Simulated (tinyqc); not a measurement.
Kissinger analysis: growth of a silicide layer between metal and silicon: linear-parabolic kinetics, ramp anneals and Kissinger analysis. Computed by tinyqc, a small Python program. Command: `OMP_NUM_THREADS=1 python tinyqc.py 3005470 3005471 out.jsonl silicide walk`. One thread of a shared host (Intel(R) Xeon(R) Processor @ 2.30GHz), about 0.1 s of CPU time with the checks.

One compound layer of thickness x grows by diffusion through itself and reaction at an interface, dx/dt = 1/(2x/K + 1/v), until the metal is used up at x = a h.

Inputs (values chosen for the exercise, modelled on NiSi): metal thickness h = 16 nm; silicide formed per metal thickness a = 2.2; prefactor of the parabolic constant K = 7.4e+13 nm^2/s; activation energy E of K = 1.66 eV; prefactor of the interface velocity v = 1e+15 nm/s; activation energy E_v = 1.83 eV.

Constants: k_B = 8.617333262e-05 eV/K.

Method:
- The silicide ends at the thickness a h.
- K = K0 exp(-E/(k_B T)), v = v0 exp(-E_v/(k_B T)).
- Temperatures in kelvin are T(C) + 273.15.
- Ramp from x = 0 at 100 C at the rate beta: dx/dT = (1/beta)/(2x/K + 1/v), integrated adaptively (tolerance 1e-9) until x = a h at T_f.
- Plot ln(beta/T_f^2) against 1/(k_B T_f), T_f in kelvin; minus the least-squares slope estimates the activation energy.

final thickness = 35.2 nm

Ramps:
```
beta (C/s)  T_f (C)  1/(k_B T_f) (1/eV)  ln(beta/T_f^2)
0.03         344.56              18.786         -16.359
0.1          367.70              18.108         -15.228
0.3          390.35              17.490         -14.199
1            417.04              16.814         -13.074
3            443.27              16.198         -12.050
10           474.35              15.524         -10.931
30           505.07              14.912          -9.913
```

Kissinger energy = 1.6635 eV

A thousandfold faster ramp raises the completion temperature by only 161 C. The fit gives 1.663 eV, against E = 1.66 eV for diffusion and E_v = 1.83 eV for the interface: diffusion controls. Caution: nucleation and competing phases are left out; disilicides such as CoSi2 and the low-resistance form of TiSi2 start by nucleation and follow this law at best in part.

Extremes, crossings and ranges named in words are read from the listed rows.
